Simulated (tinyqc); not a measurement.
Ideality, resistance and saturation current from three points.

Inverse problem. Well above I0 a diode obeys V = n Vt ln(I/I0) + Rs I. Find n, Rs and I0.

Parameters, values chosen for the exercise: temperature T = 200 K.

Constants: q = 1.602176634e-19 C, kB = 1.380649e-23 J/K, Vt = kB T/q. Results are converted to the units shown.

I (A): [0.0011, 0.014, 0.17]
V (V): [0.62628880, 0.68189365, 0.85257506]

Answer. The equation is linear in a = n Vt, Rs and c = -a ln I0; three points give a 3 x 3 system.

n = 1.030
Rs = 0.8100 ohm
I0 = 5.509e-19 A

Numbers from tinyqc (`OMP_NUM_THREADS=1 python tinyqc.py 2640097 2640098 out.jsonl`; about 0.01 s on one thread of a shared Intel Xeon 2.30GHz).
